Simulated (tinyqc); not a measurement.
Pillar capacitor in an array: capacitance, non-linearity, leakage and relaxation: cell against the diameter of the pillar.

A film between two metal electrodes, each interface adding a series capacitance ci. The small-signal permittivity is ek (1 + aq E^2); the field is found with the linear permittivity. Leakage J = J0 sinh(E/Ef). After a voltage step the film passes a relaxation current kr C V tt^(-nr), tt being the time in seconds. The sidewall is a coaxial capacitor with radii a = dm/2 and b = dm/2 + t, depth AR dm; the end face is left out.

Per length 1/c = ln(b/a)/(2 pi eps0 ek) + (1/a + 1/b)/(2 pi ci); cell capacitance c AR dm; per footprint over pt^2; fields c V/(2 pi eps0 ek r) at r = a and b; resistance of the inner electrode rho AR dm/(pi a^2); time constant R C/3 of the distributed line. The pitch is scaled as pt dm/(170 nm).

Values chosen for this exercise; permittivity of the order of that of zirconium oxide:
```
symbol  value     unit                                                             meaning
ek       38.2                                            relative permittivity of the film
t          19       nm                                                      film thickness
ci        140  uF/cm^2  capacitance of each electrode interface (dead layer and screening)
V         2.1        V                                                                bias
AR         70                                            aspect ratio, depth over diameter
pt        410       nm                                           pitch of the square array
rho       120  uohm cm                                  resistivity of the inner electrode
```

Constants: eps0 = 8.8541878128e-14 F/cm where lengths are in cm. Results are converted to the units shown.

Result of one run:
```
dm (nm),cell capacitance (fF),per footprint (uF/cm^2),field at a (MV/cm),field at b (MV/cm),R (kohm),R C/3 (ps)
210,183.1,71.40,1.173,0.9929,0.5093,31.09
```

What becomes of these results when the diameter of the pillar dm is changed from 210 to 280 nm, all else the same?

Result of the changed run:
```
dm (nm),cell capacitance (fF),per footprint (uF/cm^2),field at a (MV/cm),field at b (MV/cm),R (kohm),R C/3 (ps)
280,319.2,69.99,1.149,1.012,0.3820,40.64
```

The whole series:
```
dm (nm),cell capacitance (fF),per footprint (uF/cm^2),field at a (MV/cm),field at b (MV/cm),R (kohm),R C/3 (ps)
49,12.37,88.54,1.454,0.8189,2.183,8.996
66,21.04,83.03,1.364,0.8653,1.620,11.36
88,35.55,78.92,1.296,0.9051,1.215,14.40
120,63.26,75.53,1.240,0.9420,0.8913,18.79
160,108.9,73.14,1.201,0.9706,0.6685,24.27
210,183.1,71.40,1.173,0.9929,0.5093,31.09
280,319.2,69.99,1.149,1.012,0.3820,40.64
380,578.4,68.86,1.131,1.028,0.2815,54.26
```

As dm goes from 49 to 380, the cell capacitance rises from 12.4 to 578 fF, the capacitance per footprint falls from 88.5 to 68.9 uF/cm^2, the ratio of the two fields falls from 1.78 to 1.10 and R C/3 rises from 9.00 to 54.3 ps; the time constant goes as dm^(0.78) between the first two rows and dm^(0.95) between the last two.

tinyqc, about 0.01 s, one thread, Intel Xeon 2.30GHz (shared host): `OMP_NUM_THREADS=1 python tinyqc.py 2102149 2102150 out.jsonl`
